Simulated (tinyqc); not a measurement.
Signal and retention of a DRAM cell: one step of the calculation.

A stored one starts at Vd and leaks: Cs dV/dt = -I(V), I = a sqrt((V + Vb)/(Vd + Vb)) + b, with a = Ig exp[-(Eg1 q/kB)(1/T - 1/T0)] (generation in a depletion layer) and b = Is exp[-(Es q/kB)(1/T - 1/T0)]. The bit line is precharged to Vd/2, and charge sharing gives the signal (V - Vd/2) Cs/(Cs + Cb).

Task. Failing cells. This time is the median of a log-normal spread: failing cells = Nc erfc(z/sqrt 2)/2, z = ln(t/tr)/sg. One failure is expected at the interval where that count equals 1.

Parameters, values chosen for the exercise:
```
symbol   value  unit                                         meaning
sg        0.84        deviation of ln(retention time) over the cells
Nc      1.07e9                                                 cells
tr          64    ms                                refresh interval
```

retention time = 15.028747 s

Find: z; failing cells; interval for one failure.

Result.

z = 6.499
failing cells = 0.04337
interval for one failure = 96.58 ms

The weakest cell of the array lies about 6.01 deviations out, a factor of 156 below the median; the chosen interval is shorter than that time.

Range of the model: Real arrays also hold a tail of unusually leaky cells and cells whose retention varies in time, which this model lacks.

Numbers from tinyqc (`OMP_NUM_THREADS=1 python tinyqc.py 2130081 2130082 out.jsonl`; about 0.01 s on one thread of a shared Intel Xeon 2.30GHz).
